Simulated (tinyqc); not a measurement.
Band gaps under pressure and temperature from deformation potentials: one step. How much of dE/dT is thermal expansion. Four cases, with inputs chosen for the exercise.

Question. At 300 K: dE/dT = -aV T (T + 2 bV)/(T + bV)^2; expansion alone gives 3 aT a; the rest is electron-phonon coupling.

Case 1.

Values chosen (near those of Ge, the X and L potentials typical of such crystals; shifted at random, so the results belong to these values and not to a real crystal): aG = -9.52 eV (volume potential of the Gamma gap); aX = 1.65 eV (volume potential of the X gap); aL = -3.46 eV (volume potential of the L gap); aV = (0.57, 0.459, 0.488) meV/K (Varshni alpha of Gamma, X, L); bV = (294, 248, 222) K (Varshni beta of Gamma, X, L); aT = 6 1e-6/K (linear thermal expansion near 300 K).

Case 2.

Values chosen (near those of InAs, the X and L potentials typical of such crystals; shifted at random, so the results belong to these values and not to a real crystal): aG = -6.16 eV (volume potential of the Gamma gap); aX = 1.59 eV (volume potential of the X gap); aL = -3.93 eV (volume potential of the L gap); aV = (0.273, 0.267, 0.273) meV/K (Varshni alpha of Gamma, X, L); bV = (99, 86, 94) K (Varshni beta of Gamma, X, L); aT = 4.3 1e-6/K (linear thermal expansion near 300 K).

Case 3.

Values chosen (near those of InAs, the X and L potentials typical of such crystals; shifted at random, so the results belong to these values and not to a real crystal): aG = -6.02 eV (volume potential of the Gamma gap); aX = 1.41 eV (volume potential of the X gap); aL = -4.42 eV (volume potential of the L gap); aV = (0.286, 0.267, 0.286) meV/K (Varshni alpha of Gamma, X, L); bV = (91, 91, 90) K (Varshni beta of Gamma, X, L); aT = 4.5 1e-6/K (linear thermal expansion near 300 K).

Case 4.

Values chosen (near those of InAs, the X and L potentials typical of such crystals; shifted at random, so the results belong to these values and not to a real crystal): aG = -6.15 eV (volume potential of the Gamma gap); aX = 1.11 eV (volume potential of the X gap); aL = -4.39 eV (volume potential of the L gap); aV = (0.273, 0.287, 0.269) meV/K (Varshni alpha of Gamma, X, L); bV = (89, 90, 91) K (Varshni beta of Gamma, X, L); aT = 4.4 1e-6/K (linear thermal expansion near 300 K).

Give: dE/dT; from expansion; remainder.

Answer.

Case 1.

dE/dT (meV/K): Gamma -0.4304, X -0.3650, L -0.3997

from expansion (meV/K): Gamma -0.1714, X 0.0297, L -0.0623

remainder (meV/K): Gamma -0.2590, X -0.3947, L -0.3375

Expansion supplies 40 % of the slope at Gamma and 16 % at L; at X it works against the fall.

Case 2.

dE/dT (meV/K): Gamma -0.2562, X -0.2537, L -0.2575

from expansion (meV/K): Gamma -0.0795, X 0.0205, L -0.0507

remainder (meV/K): Gamma -0.1767, X -0.2743, L -0.2068

Expansion supplies 31 % of the slope at Gamma and 20 % at L; at X it works against the fall.

Case 3.

dE/dT (meV/K): Gamma -0.2705, X -0.2525, L -0.2708

from expansion (meV/K): Gamma -0.0813, X 0.0190, L -0.0597

remainder (meV/K): Gamma -0.1892, X -0.2716, L -0.2111

Expansion supplies 30 % of the slope at Gamma and 22 % at L; at X it works against the fall.

Case 4.

dE/dT (meV/K): Gamma -0.2587, X -0.2717, L -0.2544

from expansion (meV/K): Gamma -0.0812, X 0.0147, L -0.0579

remainder (meV/K): Gamma -0.1775, X -0.2864, L -0.1965

Expansion supplies 31 % of the slope at Gamma and 23 % at L; at X it works against the fall.

Computed by tinyqc, one run a case: `OMP_NUM_THREADS=1 python tinyqc.py N N+1 out.jsonl` with N = 1050692, 1050755, 1050956, 1051222; one thread of a shared Intel(R) Xeon(R) Processor @ 2.30GHz, about 0.01 s a run at most.
